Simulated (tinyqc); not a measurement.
Inversion-layer mobility, back-scattering and ballistic limit of a field-effect transistor: one step, computed by the program tinyqc.

The charge at the top of the source barrier is fixed by the gate; series resistance and short-channel effects are left out. F_j are Fermi integrals normalised to exp(eta) in the classical limit.

Task: Back-scattering. Non-degenerate: every F_j(eta) is replaced by exp(eta). Ballistic channel: N_2D = g_v m k_B T/(pi hbar^2), U = e V_D/(k_B T); eta_F solves N_inv = (N_2D/2)[F_0(eta_F) + F_0(eta_F - U)]; v_T = sqrt(2 k_B T/(pi m)); I/W = e (N_2D/2) v_T [F_1/2(eta_F) - F_1/2(eta_F - U)]; injection velocity v_T F_1/2(eta_F)/F_0(eta_F). Mean free path lambda = (2 k_B T/e)(mu/v_T) F_0(eta_0)/F_-1/2(eta_0), with eta_0 from N_inv = N_2D F_0(eta_0); critical length l = L (1 + U)^(-a), an empirical rule; back-scattering r = l/(l + lambda). Then eta solves N_inv = (N_2D/2)[(1 + r) F_0(eta) + (1 - r) F_0(eta - U)] and I/W = e (N_2D/2) v_T (1 - r)[F_1/2(eta) - F_1/2(eta - U)]. Ballistic ratio: I over the ballistic current. Apparent mobility 1/(1/mu + 1/mu_B), mu_B = mu L/lambda.

Inputs (values chosen for the exercise, modelled on a silicon p-channel): transport mass m = 0.31 m_0; valley degeneracy g_v = 1; gate overdrive V_G - V_T = 0.2 V; drain voltage V_D = 1.1 V; channel length L = 67 nm; exponent a of the critical length = 0.73; temperature T = 300 K.

Statistics at the top of the barrier: non-degenerate.

inversion density N_inv = 1.231586e+12 1/cm^2

effective mobility mu = 60.22119 cm^2/(V s)

Constants: m_0 = 9.1093837015e-31 kg; k_B = 1.380649e-23 J/K; hbar = 1.054571817e-34 J s; k_B = 8.617333262e-05 eV/K; e = 1.602176634e-19 C.

Give: eta_0; mean free path lambda; critical length l; back-scattering coefficient r; current I/W; ballistic ratio; apparent low-field mobility.

Result:

eta_0 = -1.0000

mean free path lambda = 3.222 nm

critical length l = 4.262 nm

back-scattering coefficient r = 0.5695

current I/W = 52.31 microampere/micrometre

ballistic ratio = 0.2743

apparent low-field mobility = 57.46 cm^2/(V s)

L/lambda = 20.79, but at this drain voltage only the first 4.26 nm can return a carrier to the source, so the device works at 27 % of its ballistic limit. Caution: the current exceeds the long-channel drift law, so the empirical rule for l, meant for short channels, is too generous here.
